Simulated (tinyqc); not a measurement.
# Stress in a transistor channel from embedded alloy regions, liners and fins, by half-space elasticity, step by step

A worked calculation. Computed by tinyqc, a small Python program that keeps every step. Command: `OMP_NUM_THREADS=1 python tinyqc.py 3002743 3002744 out.jsonl stressor walk`. One thread of a shared host (Intel(R) Xeon(R) Processor @ 2.30GHz), about 0.01 s of CPU time with the checks. Intermediate numbers are printed to about 5 digits and carried at full precision; extremes and crossings named in words are read from the listed rows.

Plane strain in an isotropic half-space, the same constants everywhere; x along the channel from its centre, y downwards from the free surface; stress is positive in tension.

Inputs (values chosen for the exercise, modelled on silicon): alloy fraction x = 0.011; lattice change per unit x, beta = -0.455; Young's modulus E = 162 GPa; Poisson ratio nu = 0.28; channel length L = 78 nm; length of each stressor S = 80 nm; recess depth d = 80 nm; depth of the field point y = 2.2 nm; liner stress = 2.7 GPa; liner thickness t = 70 nm; length of a cut fin or stripe = 120 nm; height of the strained layer h = 44 nm; longitudinal piezoresistance coefficient = -31.4 1e-11/Pa; vertical piezoresistance coefficient = 51.1 1e-11/Pa.

Stressor: Si(1-x)C(x) source and drain.

## Misfit and the pressure on the side walls

Misfit e = beta x. A fully constrained inclusion holds the stress -p with p = E e/(1 - 2 nu); a blanket film would hold -E e/(1 - nu) in the plane.

misfit e = -0.005005

p = -1.84275 GPa

stress of a blanket film = 1.126125 GPa

## Stress at the centre of the channel

A line element dA of misfit at (a, c) in the half-space gives, with C = E e/(2 pi (1 - nu)), X = x - a, r1^2 = X^2 + (y - c)^2, r2^2 = X^2 + Y^2, Y = y + c: s_xx = -C dA {[X^2 - (y - c)^2]/r1^4 + 3 [X^2 - Y^2]/r2^4 + 4 y Y (Y^2 - 3 X^2)/r2^6}, s_yy = C dA {[X^2 - (y - c)^2]/r1^4 - [X^2 - Y^2]/r2^4 + 4 y Y (Y^2 - 3 X^2)/r2^6}. These are integrated over two rectangles, L/2 < |a| < L/2 + S, 0 < c < d (closed form in a, 200 Gauss-Legendre points in c).

s_xx = 695.93 MPa

s_yy = 0.099944 MPa

s_xx over the blanket-film stress = 0.61799

The channel is stretched along its length; s_yy is 1.4e-4 of s_xx in size and vanishes at the surface.

## Closed form at the surface

At x = y = 0 the integral is s_xx = -(4/pi) [E e/(1 - nu)] [arctan(2 d/L) - arctan(d/(L/2 + S))].

s_xx at the surface = 753.23 MPa

For fixed L and S it is largest at d = sqrt((L/2)(L/2 + S)) = 68.1 nm; d is beyond that.

## A stressed liner, as two edge forces

The liner over source and drain ends at the gate, x = -/+ L/2, and pulls there with the force per width F = (liner stress) t along the surface. A tangential line force gives s_xx = (2 F/pi) X^3/(X^2 + y^2)^2 at the distance X; two of them add at the centre, X = L/2. For L > 3.5 y the concentrated force is an upper bound.

edge force F = 189 N/m

s_xx from the liner = 6131.2 MPa

Caution: the real force is spread over several liner thicknesses, so for a channel this short the concentrated force clearly overstates the stress.

## Mobility change, linear estimate

d mu/mu = -(pi_L s_xx + pi_z s_yy) for the embedded regions alone; the stress across the width is left out.

mobility change = 21.847 %

The vertical stress supplies -0.0051 of these points. Caution: beyond a few hundred MPa bulk piezoresistance coefficients no longer describe an inversion layer well.

## Relaxation at the ends of a cut stripe

Shear-lag estimate for a stripe of length l and height h on a like substrate: the stress along it is s(x)/s_film = 1 - cosh(x/lam)/cosh(l/(2 lam)), lam = (pi/2) g h with g = 1.258; mean = 1 - (2 lam/l) tanh(l/(2 lam)).

transfer length lam = 86.947 nm

share kept at the centre = 0.19853

share kept on average = 0.13338

Cutting has released much of the strain.

## Along the channel and with depth

The formulas are those given above.

Stress (MPa):
```
2x/L  s_xx at y  s_yy at y  s_xx at d/2  s_xx at 1.5 d
0.0      695.93     0.0999       141.29         -95.03
0.2      694.84     0.0669       145.79         -96.98
0.4      689.47    -0.0677       160.74        -102.87
0.6      670.27    -0.5691       189.34        -112.64
0.8      593.03    -4.8639       233.15        -125.77
```

Near the surface s_xx changes by -15 % from the centre to 2x/L = 0.8. At the centre, s_xx at half the recess depth is 0.20 of its value at y, and below the recess -0.14. An element acts with the sign of X^2 - (y - c)^2, so its direct term reverses where the offset in depth exceeds the lateral distance, and the image terms that amplify the stress near the surface fade with depth.

## Shrinking the pitch

L and S are scaled together at fixed d, then S alone, then L alone.

S_xx at the centre (MPa):
```
scale  L and S scaled  S alone  L alone
0.35           285.08    311.7   789.95
0.50           457.06    421.6   799.53
0.70           598.66    546.7   769.41
1.00           695.93    695.9   695.93
1.40           715.34    842.2   590.99
2.00           659.48    990.3   455.23
3.00           535.39   1136.5   300.30
```

Halving S alone keeps 0.61 of the stress, halving L alone gives 1.15, and halving both 0.66: a shorter channel brings the walls closer, a shorter stressor brings its far wall, which pulls the other way, closer too. Neighbouring devices are left out.

Checks made by the program: surface stress against its closed form; zero normal stress at the surface (relative difference below 1e-10).
